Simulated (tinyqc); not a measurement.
CMOS latch-up, two-transistor model: one step of the calculation.

A parasitic pnp (emitter at Vdd, base shunted by Rw) and npn (emitter at ground, base shunted by Rs) feed each other: the npn collector current flows out of the pnp base node, the pnp collector current into the npn base node. Forward-active transistors with constant gains: Icn = Isn exp(Vn/Vt), Icp = Isp (exp(Vp/Vt) - 1). A current Ii is injected into the npn base node.

Task. Holding current and voltage. On state with both base-emitter voltages at Von: npn base current Ib = (Von/Rs + bp Von/Rw)/(bn bp - 1), holding current Ih = (bn + 1) Ib + Von/Rs, holding voltage Vh = Vsat + Von + R2 (Ib + Von/Rs).

Parameters, values chosen for the exercise; values close to those of bulk CMOS:
- bn = 11.6 (current gain of the npn)
- bp = 5.4 (current gain of the pnp)
- Rs = 1100 ohm (substrate resistance shunting the npn)
- Rw = 450 ohm (well resistance shunting the pnp)
- R2 = 41 ohm (resistance from the pnp collector to the npn base)
- Von = 0.76 V (base-emitter voltage in the on state)
- Vsat = 0.17 V (saturation voltage)
- Vdd = 1.2 V (supply voltage)

Find: bn bp; Ib; Ih; Vh.

Result.

bn bp = 62.64
Ib = 0.1592 mA
Ih = 2.696 mA
Vh = 0.9649 V

Vh is below Vdd = 1.2 V, so the supply can sustain a latched state.

Program tinyqc, `OMP_NUM_THREADS=1 python tinyqc.py 2670058 2670059 out.jsonl`; Intel Xeon 2.30GHz, shared host, one thread, about 0.04 s.
